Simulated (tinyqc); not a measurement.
What each parameter does: Weaire-Thorpe hybrids on a Bethe lattice: gap and dangling bond of an amorphous tetrahedral solid.

Four sp3 hybrids an atom at energy 0, coupled by -V1 on the atom and by -V2 along a bond; the bonds form a tree (no rings). For any network the gap runs at least from -V2 + V1 to V2 - 3 V1, and p-like states pile up at -V2 + V1 and V2 + V1. On the tree the gap is wider: it ends at Ec = -V1 + sqrt(V2^2 + 4 V1^2 - 2 sqrt3 V1 V2), which makes it well wider than the gaps of the real glasses. A branch seen from a hybrid has the self-energy S = V2^2 g, where g is the Green function of the hybrid across the bond, whose three partners carry S themselves. With a = z - V1, b = a - S: g = 1/(a + V1 b/(b + 3 V1)), z = E + i eta. A full atom has G = (1/b)(b + 3 V1)/(b + 4 V1) per hybrid; a dangling hybrid with shift dh has G = 1/(1/g - dh).

Parameters, chosen for this exercise (out of a larger set: of the size of tabulated hybrid energies for amorphous silicon; not measured data): V1 = 1.84 eV (coupling of two hybrids on one atom); V2 = 4.5 eV (coupling of the two hybrids of a bond); dh = -0.8 eV (shift of the dangling hybrid (rehybridisation)).

Ev = -V2 + V1, conduction edge of the tree -V1 + sqrt(V2^2 + 4 V1^2 - 2 sqrt3 V1 V2), and the level that solves 1/g(E) = dh for eta = 0.

Results for these values:

| case | Ev (eV) | Ec (eV) | level (eV) | weight |
|---|---|---|---|---|
| base | -2.6600 | 0.4205 | -0.4442 | 0.598 |

What happens to each result for dh = -0.9 eV, all else kept?

Answer: Ev does not change at the printed digits; Ec does not change at the printed digits; level falls from -0.4442 to -0.5044; weight rises from 0.598 to 0.605.

The same for each parameter in turn:

| case | Ev (eV) | Ec (eV) | level (eV) | weight |
|---|---|---|---|---|
| base | -2.6600 | 0.4205 | -0.4442 | 0.598 |
| V1 = 1.76 eV | -2.7400 | 0.5214 | -0.4723 | 0.627 |
| V2 = 4.65 eV | -2.8100 | 0.5108 | -0.4642 | 0.618 |
| dh = -0.9 eV | -2.6600 | 0.4205 | -0.5044 | 0.605 |

tinyqc: `OMP_NUM_THREADS=1 python tinyqc.py 1452467 1452468 out.jsonl`; about 0.02 s, one thread, shared Intel(R) Xeon(R) Processor @ 2.30GHz.
